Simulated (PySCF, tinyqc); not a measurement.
CISD on RHF in the sto-6g basis, for H4, spin multiplicity 1, step by step. The lowest restricted solution is unstable here: a spin-polarised one lies 0.0047 hartree lower (PySCF). One step of it, computed by the program tinyqc.

Problem. Iteration 2 (converged): orbitals. Diagonalise F' = X^T F X, C = X C', fill 2 alpha and 2 beta electrons from the bottom; D = 2 C_occ C_occ^T. Each column has its largest component positive (the first on a tie).

converged F (hartree), lower triangle:
```
           1H 1s      2H 1s      3H 1s      4H 1s
1H 1s  -0.248188
2H 1s  -0.202193  -0.248188
3H 1s  -0.466805  -0.172062  -0.248188
4H 1s  -0.172062  -0.466805  -0.202193  -0.248188
```

X, lower triangle:
```
           1H 1s      2H 1s      3H 1s     4H 1s
1H 1s   1.119859
2H 1s  -0.132641   1.119859
3H 1s  -0.264920   0.005250   1.119859
4H 1s   0.005250  -0.264920  -0.132641  1.119859
```

Give: F' = X^T F X; orbital energies; coefficients C; D after iteration 2.

Solution.

F' = X^T F X (hartree), lower triangle:
```
         1        2        3        4
1  -0.0089
2  -0.1329  -0.0089
3  -0.4438   0.0090  -0.0089
4   0.0090  -0.4438  -0.1329  -0.0089
```

orbital energies (hartree): MO1 -0.5766, MO2 -0.3288, MO3 0.2930, MO4 0.5767

coefficients C:
```
          MO1      MO2      MO3      MO4
1H 1s  0.3638   0.4912   0.6234   0.7613
2H 1s  0.3638  -0.4912   0.6234  -0.7613
3H 1s  0.3638   0.4912  -0.6234  -0.7613
4H 1s  0.3638  -0.4912  -0.6234   0.7613
```

D after iteration 2, lower triangle:
```
         1H 1s    2H 1s    3H 1s   4H 1s
1H 1s   0.7472
2H 1s  -0.2178   0.7472
3H 1s   0.7472  -0.2178   0.7472
4H 1s  -0.2178   0.7472  -0.2178  0.7472
```
